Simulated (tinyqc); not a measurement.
A log to judge: minimum-mode following (dimer method) and harmonic rate on a two-dimensional model surface. Computed by tinyqc. Command: `OMP_NUM_THREADS=1 python tinyqc.py 3005331 3005332 out.jsonl dimer walk`. One thread of a shared host (Intel(R) Xeon(R) Processor @ 2.30GHz), about 0.04 s of CPU time with the checks.

V(x, y) = h u^2 + t x + (kappa/2)(y + c u)^2 with u = x^2/w^2 - 1; the path runs from the minimum near (-w, 0) to that near (w, 0).

Inputs (values chosen for the exercise, for a model surface):
```
quantity                                                value           unit
height h                                                 0.29             eV
half width w                                              1.4       angstrom
transverse stiffness kappa                                4.8  eV/angstrom^2
curvature c                                              0.53       angstrom
tilt t                                                  -0.06    eV/angstrom
start as a fraction of the way from minimum to saddle    0.53              -
offset of the start in y                               -0.052       angstrom
first angle of the dimer                                  -25        degrees
half length delta                                       0.005       angstrom
step factor eta                                         0.094  angstrom^2/eV
```

Surface: curved double well.

Method:
- Newton steps x(new) = x - H^-1 grad V (moves limited to 0.3 angstrom) from (-w, 0), (w, 0) and (0, c) give the two minima and the saddle.
- Dimer at R with unit axis N = (cos phi, sin phi) and normal T = (-sin phi, cos phi). Gradients g at R +/- delta N and at R +/- delta T give H N and H T by central differences, (g+ - g-)/(2 delta). With C_N = N.H N, C_T = T.H T and b = T.H N, rotate by theta = (1/2) atan2(-2b, C_T - C_N), the angle of least curvature C = (C_N + C_T)/2 - sqrt((C_N - C_T)^2/4 + b^2).
- Translate along F = -g + 2 (g.N) N if C < 0, else along F = (g.N) N, with the new axis: R(new) = R + eta F, the move limited to 0.2 angstrom.
- R0 = start minimum + fraction x (saddle - minimum) + (0, offset). Stop when |g| is below 1e-5 eV/angstrom, after 150 steps at most.

Course of the dimer:
```
step  x (angstrom)  y (angstrom)  E above the start (eV)  C (eV/angstrom^2)  |g| (eV/angstrom)
1        -0.686757      0.246170                0.184640          -0.507046        9.16985e-01
2        -0.689819      0.332312                0.136681          -0.300545        4.98662e-01
3        -0.681938      0.378519                0.128797          -0.209979        3.18324e-01
4        -0.667776      0.404877                0.130750          -0.177346        2.54106e-01
5        -0.650399      0.421266                0.135010          -0.173247        2.33886e-01
6        -0.631523      0.432537                0.139719          -0.183019        2.26243e-01
7        -0.612049      0.441084                0.144412          -0.199360        2.21453e-01
8        -0.592450      0.448100                0.148967          -0.218610        2.17012e-01
9        -0.572979      0.454183                0.153347          -0.238917        2.12348e-01
...            ...           ...                     ...                ...                ...
142      -0.102253      0.527175                0.210630          -0.580751        1.94204e-04
143      -0.102235      0.527176                0.210630          -0.580755        1.83602e-04
144      -0.102218      0.527176                0.210630          -0.580759        1.73578e-04
145      -0.102202      0.527177                0.210630          -0.580763        1.64102e-04
146      -0.102186      0.527178                0.210630          -0.580766        1.55143e-04
147      -0.102172      0.527179                0.210630          -0.580770        1.46673e-04
148      -0.102158      0.527179                0.210630          -0.580773        1.38665e-04
149      -0.102145      0.527180                0.210630          -0.580776        1.31095e-04
150      -0.102133      0.527181                0.210630          -0.580779        1.23938e-04
```

Can the last value be used, and what does the course show?

No. Not converged within 150 steps: the residual falls at every step, but slowly, by a factor of about 0.945 a step. Reruns converge with step factor eta = 0.19. Reruns still fail with step factor eta = 0.047; and with step factor eta = 0.016; and with half length delta = 0.001.
